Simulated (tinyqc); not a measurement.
# Worked calculation: p-n diode with diffusion and depletion-layer recombination

Numbers from tinyqc (`OMP_NUM_THREADS=1 python tinyqc.py 2260144 2260145 out.jsonl`; about 0.01 s on one thread of a shared Intel Xeon 2.30GHz). Printed values are rounded.

Abrupt junction in the depletion approximation, low injection, full ionisation, neutral widths fixed, ohmic contact on the p side. Vj is the junction voltage; where a series resistance Rs is given, V = Vj + J Rs is the terminal voltage.

Values chosen for this exercise; band and dielectric values close to those of gallium nitride:

| symbol | value | unit | meaning |
|---|---|---|---|
| T | 300 | K | temperature |
| Eg | 3.44 | eV | band gap |
| eps_r | 9.63 |  | relative permittivity |
| Nc | 2.32e18 | cm^-3 | conduction-band density of states at T |
| Nv | 4.64e19 | cm^-3 | valence-band density of states at T |
| Na | 1.4e16 | cm^-3 | acceptor density |
| Nd | 1.3e16 | cm^-3 | donor density |
| mun | 840 | cm^2/(V s) | electron mobility in the p side |
| mup | 27 | cm^2/(V s) | hole mobility in the n side |
| tn | 3e-8 | s | electron lifetime |
| tp | 3e-8 | s | hole lifetime |
| wp | 32 | um | neutral width of the p side |
| wn | 6.3 | um | neutral width of the n side |
| Sp | 60 | cm/s | recombination velocity at the n contact |
| Rs | 0.048 | ohm cm^2 | series resistance |
| Et | -0.11 | eV | trap level above the intrinsic level |
| Vj | 1.19 | V | junction voltage at which recombination is evaluated |
| V | 2.98 | V | terminal voltage |

Constants: q = 1.602176634e-19 C, kB = 1.380649e-23 J/K, Vt = kB T/q, eps0 = 8.8541878128e-14 F/cm where lengths are in cm. Results are converted to the units shown.

## Diffusion lengths and saturation currents

ni = sqrt(Nc Nv) exp(-Eg/(2 Vt)), Eg in volts; D = mu Vt; Ln = sqrt(Dn tn), Lp = sqrt(Dp tp); J0n = q ni^2 Dn coth(wp/Ln)/(Ln Na); J0p = (q ni^2 Dp/(Lp Nd)) (s + tanh(wn/Lp))/(1 + s tanh(wn/Lp)), s = Sp Lp/Dp.

ni = 1.32213e-10 cm^-3
Ln = 8.07137 um
Lp = 1.44707 um
J0n = 5.38605e-51 A/cm^2
J0p = 1.03883e-51 A/cm^2

wp/Ln = 4.0 and wn/Lp = 4.4; electrons carry 83.8 % of the diffusion current.

## Recombination in the depleted layer

ni = sqrt(Nc Nv) exp(-Eg/(2 Vt)), Eg in volts. Vbi = Vt ln(Na Nd/ni^2), W = sqrt(2 eps0 eps_r (Vbi - Vj)(1/Na + 1/Nd)/q), xp = W Nd/(Na + Nd), xn = W Na/(Na + Nd); u(x) = q Na (x + xp)^2/(2 eps0 eps_r) for x < 0 and Vbi - Vj - q Nd (xn - x)^2/(2 eps0 eps_r) for x > 0; p = Na exp(-u/Vt), n = Nd exp((u - Vbi + Vj)/Vt); U = ni^2 (exp(Vj/Vt) - 1)/(tp (n + ni exp(Et/Vt)) + tn (p + ni exp(-Et/Vt))); J_scr = q times the integral of U from -xp to xn. Trapezoid rule on 15 equal steps.

W = 548.659 nm

```
point	x (nm)	u (V)	n (cm^-3)	p (cm^-3)	U (cm^-3 s^-1)
0	-264.169	0.00000	1.22332e-16	1.4e16	4.07775e-9
1	-227.592	0.01760	2.41641e-16	7.08761e15	8.05469e-9
2	-191.015	0.07039	1.86232e-15	9.19633e14	6.20774e-8
3	-154.437	0.15838	5.60011e-14	3.05825e13	1.86670e-6
4	-117.860	0.28156	6.57044e-12	2.60660e11	2.19015e-4
5	-81.283	0.43994	3.00780e-9	5.69403e8	0.100260
6	-44.706	0.63352	5.37231e-6	3.18793e5	179.077
7	-8.128	0.86229	0.0374394	45.7446	1.24696e6
8	28.449	1.10572	460.102	0.00372233	1.24077e5
9	65.026	1.31815	1.70416e6	1.00498e-6	33.4994
10	101.604	1.49790	1.78297e9	9.60565e-10	0.0320188
11	138.181	1.64497	5.26928e11	3.25026e-12	1.08342e-4
12	174.758	1.75935	4.39881e13	3.89345e-14	1.29782e-6
13	211.335	1.84105	1.03728e15	1.65110e-15	5.50368e-8
14	247.913	1.89008	6.90926e15	2.47878e-16	8.26260e-9
15	284.490	1.90642	1.3e16	1.31743e-16	4.39142e-9
```

J_scr = 8.03597e-19 A/cm^2

With 2000 steps J_scr = 4.181e-18 A/cm^2; the coarse value is 81 % below it. U is largest at x = -8.13 nm among these points; the peak lies where tp n = tn p. On the fine grid U peaks at 2.181e7 cm^-3 s^-1, and J_scr/(q U_max) is 2.18 % of W, the effective width of the recombining zone.

## Starting value

Vj = Vt ln(V/(Rs J0)), the value at which all of V would drop over Rs.

Vj at the start = 3.09449 V

## Iteration 1: new Vj

J0 = J0n + J0p = 6.42488e-51 A/cm^2

Diffusion current alone: J = J0 (exp(Vj/Vt) - 1), g = Vj + J Rs - V, g' = 1 + Rs J0 exp(Vj/Vt)/Vt, Vj(new) = Vj - g/g'.

J = 62.0833 A/cm^2
g = 3.09449 V
g' = 116.272
Vj after iteration 1 = 3.06787 V

## Iteration 2: new Vj

As before.

J = 22.1755 A/cm^2
g = 1.15230 V
g' = 42.1738
Vj after iteration 2 = 3.04055 V

## Iteration 3: new Vj

As before.

J = 7.70680 A/cm^2
g = 0.430478 V
g' = 15.3094
Vj after iteration 3 = 3.01243 V

## Course of the iteration

Stop when the step is below 1e-10 V, or after 80 iterations.

Course of the iteration:
```
iteration	Vj before the step (V)	step (V)
1	3.09449	-0.0266
2	3.06787	-0.0273
3	3.04055	-0.0281
4	3.01243	-0.0270
5	2.98545	-0.0183
6	2.96716	-4.79e-3
7	2.96237	-2.06e-4
8	2.96216	-3.37e-7
9	2.96216	-8.96e-13
```

Converged in 9 iterations.
